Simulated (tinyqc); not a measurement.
Scale length and length offset from two DIBL values.

Problem. DIBL = exp(-Le/(2 l)) + 2 exp(-Le/l) with Le = L - dL. Find l, dL and the drawn length for a DIBL of 100 mV/V.

DIBL at drawn lengths 110 and 190 nm (mV/V): 95.043208  12.456746

Solution. With e = exp(-Le/(2 l)), 2 e^2 + e = DIBL gives e and so Le/l at each length; Le/l is a straight line in L with slope 1/l.

l = 21.00 nm
dL = 4.800 nm
length for 100 mV/V = 108.1 nm

Numbers from tinyqc (`OMP_NUM_THREADS=1 python tinyqc.py 2002032 2002033 out.jsonl`; about 0.01 s on one thread of a shared Intel Xeon 2.30GHz).
